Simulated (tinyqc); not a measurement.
Schottky diode by thermionic emission with image-force lowering and series resistance: one step of the calculation.

Metal on an n-type semiconductor with one parabolic valley; V > 0 is forward bias (metal positive). I = I0 [exp(Vj/(n Vt)) - 1] with Vj = V - I Rs; I0 = S A* T^2 exp(-(phi - dphi)/Vt), the lowering dphi taken at zero bias.

Task. Junction voltage. Newton step for g(Vj) = Vj + Rs I0 [exp(Vj/(n Vt)) - 1] - V = 0: Vj(new) = Vj - g/g', g' = 1 + Rs I0 exp(Vj/(n Vt))/(n Vt).

Values chosen for this exercise; band and dielectric values close to those of 4H silicon carbide:

| symbol | value | unit | meaning |
|---|---|---|---|
| T | 300 | K | temperature |
| n | 1.08 |  | ideality factor |
| Rs | 2 | ohm | series resistance |
| V | 1.43 | V | applied bias |

Constants: q = 1.602176634e-19 C, kB = 1.380649e-23 J/K, Vt = kB T/q. Results are converted to the units shown.

I0 = 6.5862409e-12 A
Vj after iteration 1 = 1.4020798 V

Wanted: Vj after iteration 2.

Result.

Vj after iteration 2 = 1.374 V

Range of the model: One isotropic valley is assumed; bands with several valleys have a larger Richardson constant and Nc.

Program tinyqc, `OMP_NUM_THREADS=1 python tinyqc.py 2640058 2640059 out.jsonl`; Intel Xeon 2.30GHz, shared host, one thread, about 0.01 s.
